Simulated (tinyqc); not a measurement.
Random telegraph noise from one oxide trap in a small MOSFET: two steps of the calculation.

An acceptor-like trap exchanges electrons with the channel. Inversion charge Q = Cox u, u = n Vt W0(exp((Vg - VT)/(n Vt))), W0 the Lambert function, n = nf, Cox = eps0 eox/tox; linear regime Id = (W/L) mu Q Vd. Relative to threshold the surface potential rises by Vt ln(u/u0) and the oxide voltage by the rest of Vg - VT, with u0 = n Vt W0(1).

Inputs (values chosen for the exercise); values of the order met in silicon transistors: temperature T = 300 K; relative permittivity of the gate insulator (close to silicon nitride) eox = 7.67; insulator thickness tox = 2.4 nm; depth of the trap from the channel interface xt = 0.32 nm; trap level above the channel Fermi level at threshold E0 = -0.03 eV; capture prefactor s0 = 8e-17 cm^2; capture barrier (lattice relaxation) EB = 0.4 eV; tunnelling decay length lt = 0.13 nm; thermal velocity vth = 2.1e7 cm/s; thickness of the inversion layer zi = 2.6 nm; threshold voltage VT = 0.49 V; body factor nf = 1.13; gate width W = 25 nm; gate length L = 160 nm; mobility mu = 250 cm^2/(V s); scattering coefficient of the charged trap asc = 2.5e-16 V s; drain voltage Vd = 0.02 V; gate voltage Vg = 0.39 V.

Constants: q = 1.602176634e-19 C, kB = 1.380649e-23 J/K, Vt = kB T/q, eps0 = 8.8541878128e-14 F/cm where lengths are in cm. Results are converted to the units shown.

Task 1. Trap level, time constants and occupancy. N = Cox u/q; dpsi = Vt ln(u/u0); E = E0 - dpsi - (xt/tox)(Vg - VT - dpsi); capture time tc = 1/[(N/zi) vth s0 exp(-xt/lt - EB/Vt)]; emission time te = tc exp(-E/Vt); occupancy te/(tc + te).

Wanted: u; N; dpsi; E; tc; te; occupancy.

Result 1.

u = 9.230e-4 V
N = 1.630e10 cm^-2
dpsi = -0.07465 V
E = 0.04803 eV
tc = 0.5837 s
te = 0.09106 s
occupancy = 0.1349

The trap lies 1.9 Vt above the Fermi level, so it is empty most of the time.

Task 2. Step height. A = W L; threshold step dV = q (1 - xt/tox)/(Cox A); gm/Id = 1/(u + n Vt); relative step dI/I = (gm/Id) dV + asc mu/A. Id as defined.

u = 9.2297689e-4 V
N = 1.6300964e10 cm^-2

Give: electrons in the channel N A; dV; gm/Id; number part of dI/I; dI/I; Id; dI.

Result 2.

electrons in the channel N A = 0.65204
dV = 1.2268 mV
gm/Id = 33.183 1/V
number part of dI/I = 4.0709 %
dI/I = 4.2271 %
Id = 0.0020404 uA
dI = 0.086250 nA

Range of the model: VT is taken as given; short-channel effects and the uneven flow of current among few electrons are left out.

Computed by the program tinyqc: `OMP_NUM_THREADS=1 python tinyqc.py 2710036 2710037 out.jsonl`, one thread of a shared Intel Xeon 2.30GHz, about 0.01 s for the whole run.
